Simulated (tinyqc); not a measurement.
# Ballistic transport through the one-dimensional subbands of a rectangular nanowire or nanosheet channel, step by step

A worked calculation. Computed by tinyqc, a small Python program that keeps every step. Command: `OMP_NUM_THREADS=1 python tinyqc.py 3027391 3027392 out.jsonl wire walk`. One thread of a shared host (Intel(R) Xeon(R) Processor @ 2.30GHz), about 0.02 s of CPU time with the checks. Intermediate numbers are printed to about 5 digits and carried at full precision; extremes and crossings named in words are read from the listed rows.

Hard walls, parabolic subbands, transport along x. Energies are counted from the bulk conduction band edge at the top of the barrier, which the gate pulls down by U; the source Fermi level lies at the bulk edge when U = 0.

Inputs (values chosen for the exercise, modelled on silicon):
```
quantity                                   value  unit
light mass m_t                               0.2   m_0
heavy mass m_l                             0.929   m_0
height a                                     3.4    nm
width b                                      5.6    nm
equivalent oxide thickness t                 1.3    nm
gate voltage above flat band V_G            0.85     V
drain voltage V_D                           0.35     V
temperature T                                300     K
mean free path for back-scattering lambda     46    nm
channel length L                             140    nm
```

Valleys: silicon [100] wire.

Constants: hbar^2/(2 m_0) = 3.80998212 eV angstrom^2; k_B = 8.617333262e-05 eV/K; m_0 = 9.1093837015e-31 kg; k_B = 1.380649e-23 J/K; hbar = 1.054571817e-34 J s; eps_0 = 8.8541878128e-12 F/m; e = 1.602176634e-19 C; h = 6.62607015e-34 J s.

## Subbands

E_pq = (hbar^2 pi^2/2)(p^2/(m_y b^2) + q^2/(m_z a^2)); valley pairs: (m_x, m_y, m_z) = (m_t, m_t, m_l), (m_t, m_l, m_t), (m_l, m_t, m_t), each with degeneracy g = 2; the 10 lowest subbands are kept.

Subbands:
```
valley axis  p  q  E (meV)  m_x (m_0)
z            1  1    94.97      0.200
y            1  1   175.55      0.200
z            1  2   200.01      0.200
y            2  1   214.27      0.200
x            1  1   222.60      0.929
z            2  1   274.83      0.200
y            3  1   278.81      0.200
y            4  1   369.16      0.200
z            1  3   375.09      0.200
z            2  2   379.87      0.200
```

The second subband lies 80.6 meV, or 3.12 k_B T, above the first; the lowest belongs to the valleys with the heavy mass across the height.

## Self-consistent barrier

F_j(eta) = (1/Gamma(j + 1)) int_0^infinity x^j/(1 + exp(x - eta)) dx, F_0 = ln(1 + exp(eta)). Integrals over x = E/(k_B T) use 160 Gauss-Legendre points in u = sqrt(x) from 0 to sqrt(max(eta, 0) + 32). With degeneracy g = 2, eta_i = (U - E_i)/(k_B T) and u = e V_D/(k_B T): line density n = sum_i g sqrt(2 m_x k_B T/pi)/(2 hbar) [F_-1/2(eta_i) + F_-1/2(eta_i - u)]; gate: e n = C_ox (V_G - U/e), C_ox = 3.9 eps_0 2 (a + b)/t (flat-plate estimate); I = (2 e k_B T/h) sum_i g [F_0(eta_i) - F_0(eta_i - u)].

C_ox = 478.13 aF/micrometre

U = 238.68 meV

Occupation:
```
subband    eta_i  n_i (1/nm)  I_i (microampere)
1         5.5589  5.4429e-01         2.2284e+01
2         2.4419  3.4160e-01         1.0117e+01
3         1.4957  2.5926e-01         6.8018e+00
4         0.9441  2.0829e-01         5.0985e+00
5         0.6221  3.8537e-01         4.2135e+00
6        -1.3984  4.3860e-02         8.8427e-01
7        -1.5523  3.8387e-02         7.6949e-01
8        -5.0472  1.3299e-03         2.5667e-02
9        -5.2765  1.0583e-03         2.0421e-02
10       -5.4617  8.7993e-04         1.6975e-02
```

line density n = 1.8243 1/nm

ballistic current I = 50.231 microampere

mean velocity I/(e n) = 1.7185 1e7 cm/s

5 of the subbands lie below the source Fermi level; the lowest carries 44 % of the current with 30 % of the charge. The gate spends 28 % of V_G on moving the bands.

## Conductance, capacitance and scattering

Linear conductance G = (2 e^2/h) sum_i g f(eta_i), g = 2, f = 1/(1 + exp(-eta_i)), with the barrier frozen at the eta_i above; current per perimeter I/(2(a + b)); with scattering, transmission lambda/(lambda + L) and low-bias resistance (1 + L/lambda)/G.

open modes sum g f = 8.9844

ballistic conductance = 696.12 microsiemens

current per perimeter = 2790.6 microampere/micrometre

transmission = 0.24731

low-bias resistance with scattering = 5.8086 kiloohm

Even without scattering the wire has h/(2 e^2 M) = 1.44 kiloohm, which sits in the contacts.

## Gate sweep

Open modes are sum_i g/(1 + exp(-eta_i)). The last column is e dn/dV_G over C_ox, taken up to the next row.

Against the gate voltage:
```
V_G (V)  U (meV)    n (1/nm)  I (microampere)  open modes    C_g/C_ox
-0.210   -210.00  1.7036e-06       3.2587e-05  1.6269e-05  2.6714e-04
-0.110   -110.03  8.1423e-05       1.5576e-03  7.7748e-04  2.3666e-02
0.015      12.01  8.9096e-03       1.7169e-01  8.4160e-02  3.4764e-01
0.140      93.56  1.3859e-01       2.9698e+00  1.1208e+00  6.1860e-01
0.240     131.70  3.2319e-01       7.8171e+00  2.2054e+00  7.2685e-01
0.370     167.21  6.0517e-01       1.5772e+01  3.7115e+00  8.1089e-01
0.510     193.68  9.4396e-01       2.5075e+01  5.4468e+00  8.5615e-01
0.670     216.70  1.3527e+00       3.6385e+01  7.2597e+00  8.7757e-01
0.840     237.51  1.7980e+00       4.9425e+01  8.8964e+00  8.8626e-01
1.000     255.71  2.2211e+00       6.2913e+01  1.0220e+01           -
```

Between the first two rows the current rises one decade per 60 mV, against the limit ln(10) k_B T/e = 60 mV. Above threshold C_g/C_ox lies between 0.62 and 0.89: the quantum capacitance in series costs a visible part.

Checks made by the program: density of the lowest subband against a direct sum over k (relative difference 1e-09).
